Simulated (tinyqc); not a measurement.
# Changing the mass of the ion at fixed atomic number

Model: ion implantation: universal nuclear stopping, Lindhard-Scharff electronic stopping and a Gaussian range profile. Computed by tinyqc, a small Python program. Command: `OMP_NUM_THREADS=1 python tinyqc.py 3021701 3021702 out.jsonl implant sweep`. One thread of a shared host (Intel(R) Xeon(R) Processor @ 2.30GHz), about 0.7 s of CPU time with the checks.

An ion slows by elastic collisions with screened nuclei and by friction with electrons; channelling is ignored and the target is uniform.

Inputs (values chosen for the exercise, modelled on indium ions in silicon):
```
quantity,value,unit
ion atomic number Z1,49,-
target atomic number Z2,14,-
target mass M2,28.09,u
target density N,49.94,1/nm^3
ion energy E,8.9,keV
scale factor of electronic stopping k,1.3,-
```

Method:
- Reduced energy eps = 32.53 M2 E/(Z1 Z2 (M1 + M2)(Z1^0.23 + Z2^0.23)), E in keV; s_n = ln(1 + 1.1383 eps)/(2 (eps + 0.01321 eps^0.21226 + 0.19593 eps^0.5)) for eps up to 30 and ln(eps)/(2 eps) above; S_n = 8.462 Z1 Z2 M1 s_n/((M1 + M2)(Z1^0.23 + Z2^0.23)) in 1e-15 eV cm^2.
- S_e = k 3.83 Z1^(7/6) Z2/(Z1^(2/3) + Z2^(2/3))^(3/2) sqrt(E/M1) in 1e-15 eV cm^2, E in keV.
- Path length R = int_0^E dE'/(N (S_n + S_e)); energy lost to nuclei nu = int_0^E S_n/(S_n + S_e) dE' (both with E' = E y^3 and 64 Gauss-Legendre points in y).
- Estimates of Lindhard type: R_p = R/(1 + M2/(3 M1)), straggle dR_p = (2/3) R_p sqrt(M1 M2)/(M1 + M2).

One run for each value:
```
ion mass M1 (u),projected range R_p (nm),path length R (nm),straggle dR_p (nm),energy lost to nuclei nu (keV)
57.5,10.78,12.54,3.376,7.940
72.4,11.24,12.70,3.364,8.042
91.3,11.84,13.05,3.348,8.123
115.0,12.58,13.61,3.332,8.186
145.0,13.51,14.38,3.320,8.236
183.0,14.63,15.38,3.313,8.275
230.0,15.96,16.61,3.314,8.304
```

Over the rows, projected range R_p (nm) rises from 10.8 to 16.0 (exponent d ln y / d ln x 0.18 between the first rows and 0.38 between the last); path length R (nm) rises from 12.5 to 16.6 (exponent d ln y / d ln x 0.054 between the first rows and 0.34 between the last); straggle dR_p (nm) goes from 3.38 through a minimum among these rows, 3.31 at 183, to 3.31. R_p/R goes from 0.86 to 0.96: a heavier ion is deflected less. The masses are formal and span far more than real isotopes.

Extremes, crossings and ranges named in words are read from the listed rows.
